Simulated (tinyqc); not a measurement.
Finite line against the semi-infinite law: electromigration in a confined line: Blech product, Korhonen stress evolution and Black's law. Computed by tinyqc, a small Python program. Command: `OMP_NUM_THREADS=1 python tinyqc.py 3005925 3005926 out.jsonl emigr walk`. One thread of a shared host (Intel(R) Xeon(R) Processor @ 2.30GHz), about 0.01 s of CPU time with the checks.

The electron wind pushes atoms from the cathode (x = 0) to the anode (x = L); blocking ends build a back stress (tension positive). The input rho is taken not to change with temperature. d sigma/dt = d/dx [kappa (d sigma/dx + G)], with zero flux at both ends and sigma = sigma_0 at t = 0.

Inputs (values chosen for the exercise, close to those used for cobalt lines): resistivity rho = 10.9 micro-ohm cm; atomic volume Omega = 11.1 angstrom^3; effective charge number Z* = 1.5; prefactor D0 = 7.4e-07 m^2/s; activation energy E = 1.34 eV; effective modulus B = 50 GPa; critical stress sigma_c = 440 MPa; initial stress sigma_0 = 63 MPa; current density j = 1.1 MA/cm^2; line length L = 52 um; test temperature T = 220 C.

Start: thermal stress.

Constants: e = 1.602176634e-19 C; k_B = 8.617333262e-05 eV/K; k_B = 1.380649e-23 J/K.

Method:
- G = Z* e rho j/Omega; D = D0 exp(-E/(k_B T)); kappa = D B Omega/(k_B T); drift velocity of an unconfined line v = D Z* e rho j/(k_B T). SI: 1 micro-ohm cm = 1e-8 ohm m, 1 MA/cm^2 = 1e10 A/m^2.
- Temperatures in kelvin are T(C) + 273.15.
- At steady state sigma(x) = sigma_0 + G (L/2 - x). A void forms only if the cathode stress reaches sigma_c, that is if j L exceeds (j L)_c = 2 Omega (sigma_c - sigma_0)/(Z* e rho). Time scale tau = L^2/kappa.
- sigma(x, t) = sigma_0 + G L [1/2 - x/L - 4 sum_(m odd) cos(m pi x/L) exp(-m^2 pi^2 s)/(m pi)^2], s = t/tau, summed to m = 399.
- Semi-infinite line: sigma(0, t) = sigma_0 + 2 G L sqrt(s/pi). One-term form: keep m = 1 alone.

tau = 615826 h

stress gradient G = 25.9596 MPa/um

Cathode stress (MPa):
```
s           t (h)  full series  semi-infinite  one term
0.002  1.2317e+03       131.12          131.1    201.55
0.005  3.0791e+03       170.71          170.7    217.20
0.01   6.1583e+03       215.32          215.3    242.27
0.02   1.2317e+04       278.41          278.4    288.86
0.05   3.0791e+04       403.23          403.6    403.95
0.1    6.1583e+04       534.03          544.7    534.04
0.2    1.2317e+05       661.95          744.2    661.95
0.4    2.4633e+05       727.39         1026.4    727.39
0.8    4.9266e+05       737.75         1425.4    737.75
```

What does the comparison show, and why?

Among these rows the semi-infinite law holds to 1 % up to s = 0.05 and the one-term form from s = 0.05 on: the far end is felt once sqrt(kappa t) is no longer small against L, and by then the terms with m > 1 have nearly died out. The critical stress 440 MPa is passed between s = 0.05 and 0.1. Caution: rows beyond sigma_c are formal, since a void ends the model there.
